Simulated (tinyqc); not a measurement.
Four, six or eight bands for the holes: eight-band Kane k.p model.

Eight-band Kane model, basis S, X, Y, Z times spin, zero of energy at the top of the unstrained valence band, c = hbar^2/2m0. Within each spin: H_SS = Eg + A c k^2, H_SX = i P kx (likewise Y, Z), H_XX = -Dso/3 + L kx^2 + M (ky^2 + kz^2), H_XY = N kx ky, and cyclic. Spin-orbit term (Dso/3) L.sigma on X, Y, Z with (L_k)_ij = -i epsilon_kij: <X+|H|Y+> = -i Dso/3, <X+|H|Z-> = Dso/3, <Y+|H|Z-> = -i Dso/3, <Z+|H|X-> = -Dso/3, <Z+|H|Y-> = i Dso/3, <X-|H|Y-> = i Dso/3, and their conjugates; + and - are the spin along z. Terms from inversion asymmetry are left out, so every level is twofold.

P = sqrt(Ep c); A = 1/me - Ep (Eg + 2 Dso/3)/(Eg (Eg + Dso)) keeps the electron mass; g1' = g1 - Ep/(3 Eg), g2' = g2 - Ep/(6 Eg), g3' = g3 - Ep/(6 Eg) remove the coupling to S that the Luttinger values already hold; L = -c (g1' + 4 g2'), M = -c (g1' - 2 g2'), N = -6 c g3'.

Constants: hbar^2/2m0 = 3.80998211 eV angstrom^2.

Inputs chosen for the exercise (near those of GaSb; not measured data):

| symbol | value | unit | meaning |
|---|---|---|---|
| Eg | 0.814 | eV | gap at Gamma to the s-like level |
| Dso | 0.771 | eV | spin-orbit splitting |
| Ep | 25.7 | eV | Kane energy |
| me | 0.0406 | m0 | electron mass at Gamma |
| g1 | 13.36 |  | Luttinger gamma1 |
| g2 | 4.65 |  | gamma2 |
| g3 | 6.05 |  | gamma3 |
| kmax | 0.08 | 1/angstrom | end of the path |

Unstrained, along [110]. Six bands: the X, Y, Z block alone with the full g1, g2, g3 in L, M, N. Four bands: the same with Dso sent to infinity. HH, LH and SO name the pairs from the top.

Valence levels (eV):

| \|k\| (1/angstrom) | HH 4 | HH 6 | HH 8 | LH 4 | LH 6 | LH 8 | SO 6 | SO 8 |
|---|---|---|---|---|---|---|---|---|
| 0.0133 | -0.0013 | -0.0013 | -0.0013 | -0.0168 | -0.0167 | -0.0164 | -0.7802 | -0.7766 |
| 0.0267 | -0.0051 | -0.0051 | -0.0051 | -0.0673 | -0.0647 | -0.0613 | -0.8098 | -0.7939 |
| 0.0400 | -0.0116 | -0.0112 | -0.0112 | -0.1513 | -0.1380 | -0.1253 | -0.8661 | -0.8243 |
| 0.0533 | -0.0205 | -0.0195 | -0.0195 | -0.2690 | -0.2257 | -0.1984 | -0.9602 | -0.8697 |
| 0.0667 | -0.0321 | -0.0297 | -0.0297 | -0.4204 | -0.3139 | -0.2733 | -1.1061 | -0.9325 |
| 0.0800 | -0.0462 | -0.0412 | -0.0412 | -0.6053 | -0.3924 | -0.3451 | -1.3147 | -1.0141 |

At |k| = 0.0800 the heavy holes of the three models span 5.0 meV and the light holes 260.2 meV. The split-off band moves the light hole by +212.9 meV and treating the conduction band exactly moves it by +47.3 meV more; the split-off band matters more here, where the four-band light-hole energy is 0.79 times Dso and 0.74 times Eg.

Run: tinyqc, `OMP_NUM_THREADS=1 python tinyqc.py 1080034 1080035 out.jsonl`; Intel(R) Xeon(R) Processor @ 2.30GHz, one thread, shared host; about 0.05 s of CPU time with all checks.
